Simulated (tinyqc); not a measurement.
From results back to parameters: donors with valley-orbit split 1s states. Three cases, with inputs chosen for the exercise.

Problem. The electron density is given and ND is hidden.

Each donor binds at most one electron, in any of its states. For a site s, W_s = sum over its states of g exp(E/kT), and the ionised share is 1/(1 + W_s exp(eta)), eta = (EF - Ec)/kT; n = Nc F_1/2(eta); neutrality n + NA = ND x (mean ionised share); holes are neglected. Nc from N = 2 (m kB T/(4 pi c))^(3/2) with c = hbar^2/2m0, in 1/angstrom^3; times 1e24 for 1/cm^3, m = md. F_j(eta) = (1/Gamma(j + 1)) integral_0^infinity x^j dx/(1 + exp(x - eta)), which tends to exp(eta) for eta << 0.

Constants: hbar^2/2m0 = 3.80998211 eV angstrom^2; kB = 8.617333262e-05 eV/K.

Case 1.

Values chosen (near those of P in Si; not measured data): md = 1.067 m0 (density-of-states mass of the conduction band); E = (45, 32.7, 31.6) meV (binding energies of 1s(A1), 1s(T2), 1s(E)); g = (2, 6, 4) (their degeneracies with spin); T = 250 K; NA = 0 1/cm^3 (compensating acceptors, all ionised).

n = 3.7591e+15 1/cm^3

Case 2.

Values chosen (near those of P in Si; not measured data): md = 1.067 m0 (density-of-states mass of the conduction band); E = (47, 35.1, 33.5) meV (binding energies of 1s(A1), 1s(T2), 1s(E)); g = (2, 6, 4) (their degeneracies with spin); T = 300 K; NA = 6.7e+15 1/cm^3 (compensating acceptors, all ionised).

n = 1.4726e+16 1/cm^3

Case 3.

Values chosen (near those of P in Si; not measured data): md = 1.054 m0 (density-of-states mass of the conduction band); E = (44.7, 32.8, 31.4) meV (binding energies of 1s(A1), 1s(T2), 1s(E)); g = (2, 6, 4) (their degeneracies with spin); T = 300 K; NA = 8.3e+16 1/cm^3 (compensating acceptors, all ionised).

n = 1.1715e+17 1/cm^3

Find: eta; mean ionised share; ND.

Solution. n/Nc gives eta, eta and W_s give the ionised share, and ND = (n + NA)/share.

Case 1.

eta = -8.630
mean ionised share = 0.989
ND = 3.8e+15 1/cm^3

Case 2.

eta = -7.538
mean ionised share = 0.974
ND = 2.2e+16 1/cm^3

Case 3.

eta = -5.444
mean ionised share = 0.834
ND = 2.4e+17 1/cm^3

Computed by tinyqc, one run a case: `OMP_NUM_THREADS=1 python tinyqc.py N N+1 out.jsonl` with N = 1652155, 1652271, 1652281; one thread of a shared Intel(R) Xeon(R) Processor @ 2.30GHz, about 0.02 s a run at most.
